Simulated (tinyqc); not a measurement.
What moves the results: Shockley state of an s-p chain by decimation. A value that a table varies takes the place of the one given here.

Each site has s at -d/2 and p at +d/2: H0 = diag(-d/2, d/2). The block to the next site on the right is H1 = [[-ts, u], [-u, tp]] (rows s, p of site n; columns s, p of site n + 1). Bulk: H(k) = [[-d/2 - 2 ts cos k, 2i u sin k], [-2i u sin k, d/2 + 2 tp cos k]]. The bands are inverted at k = pi if d < 2 (ts + tp).

Decimation (Sancho-Rubio) at z = E + i eta: start with es = e = H0, A = H1, B = H1^T. Each round forms g = (z - e)^-1 and sets es += A g B, e += A g B + B g A, A = A g A, B = B g B, doubling the length covered. Stop when all |A| < 1e-10. Surface G = (z - es)^-1, bulk G = (z - e)^-1; densities -Im tr G/pi.

Values chosen for the exercise: d = 5.86 eV (Ep - Es); ts = 0.78 eV (s-s hopping); tp = 1.76 eV (p-p hopping); u = 0.55 eV (s-p hopping); eta = 0.05 eV (broadening); E1 = -1.57 eV (first energy); dE = 0.118 eV (step); E = 0.25 eV (energy).

## Surface against bulk across the gap

Eleven energies E1 + j dE.

Densities (1/eV):
```
E (eV)  surface    bulk
-1.570   0.1731  0.3228
-1.452   0.1223  0.3895
-1.334   0.0416  0.2154
-1.216   0.0195  0.0543
-1.098   0.0139  0.0305
-0.980   0.0116  0.0249
-0.862   0.0110  0.0273
-0.744   0.0121  0.0449
-0.626   0.0196  0.1743
-0.508   0.0493  0.3006
-0.390   0.0698  0.2294
```

edges of the bulk gap (201 k points) (eV): -1.3700  -0.5900

What can be read from the table?

Inside the gap the bulk density is only the tail of the broadening, at least 0.0249. The surface density has no peak there, and a chain of 60 sites has no level in the gap.

## Through the band inversion

d = f 2 (ts + tp). Gap edges from 201 k points; levels in the gap from an open chain of 60 sites (their mean, and the weight on the two end sites summed over them, divided by their number); a dash: none.

Against d:
```
f     d (eV)  top of lower band (eV)  bottom of upper band (eV)  levels in the gap  mean level (eV)  end weight
0.10   0.508                 -1.1087                     0.8674                  2          -0.0980       0.861
0.30   1.524                 -1.2993                     0.5756                  2          -0.2940       0.791
0.50   2.540                 -1.4303                     0.2241                  2          -0.4900       0.652
0.70   3.556                 -1.4707                    -0.2180                  2          -0.6860       0.444
0.85   4.318                 -1.3561                    -0.5990                  2          -0.8330       0.241
1.15   5.842                 -1.3610                    -0.5990                  0                -           -
1.30   6.604                 -1.7420                    -0.2180                  0                -           -
1.60   8.128                 -2.5040                     0.5440                  0                -           -
```

What does this show?

Levels in the gap appear for f = 0.1, 0.3, 0.5, 0.7 and 0.85 and for none of the other rows; the gap closes at f = 1. The level lies at -0.0980 eV for f = 0.1 and -0.8330 eV for f = 0.85, on the line E = d (ts - tp)/(2 (ts + tp)), and its end weight goes from 0.86 to 0.24: no shift of the surface potential is needed, the inversion alone binds it.

## What each parameter does

Gap edges from 201 k points between 0 and pi, and the surface density at E by decimation. Each row changes one parameter from the base and keeps the others.

Results:
```
case           top of lower band (eV)  bottom of upper band (eV)  surface density (1/eV)
base                          -1.3700                    -0.5900                  0.1152
d = 6.446 eV                  -1.6630                    -0.2970                  0.0962
ts = 0.858 eV                 -1.2140                    -0.5900                  0.1150
tp = 1.936 eV                 -1.3700                    -0.9420                  0.1160
u = 0.605 eV                  -1.3700                    -0.5900                  0.1151
eta = 0.1 eV                  -1.3700                    -0.5900                  0.1149
```

How do the results move?

The largest shifts from the base row, up to three for each result and ties (the steps differ in size, so this ranks the rows, not the parameters). top of lower band (eV): d -0.2930, ts +0.1560; unchanged at the printed digits by tp, u and eta. bottom of upper band (eV): tp -0.3520, d +0.2930; unchanged at the printed digits by ts, u and eta. surface density (1/eV): d -0.0190, tp +0.0007, eta -0.0003. The base chain is not inverted, so no surface state lies in the gap; E lies in the upper band.

tinyqc: `OMP_NUM_THREADS=1 python tinyqc.py 1482702 1482703 out.jsonl`; about 0.1 s, one thread, shared Intel(R) Xeon(R) Processor @ 2.30GHz.
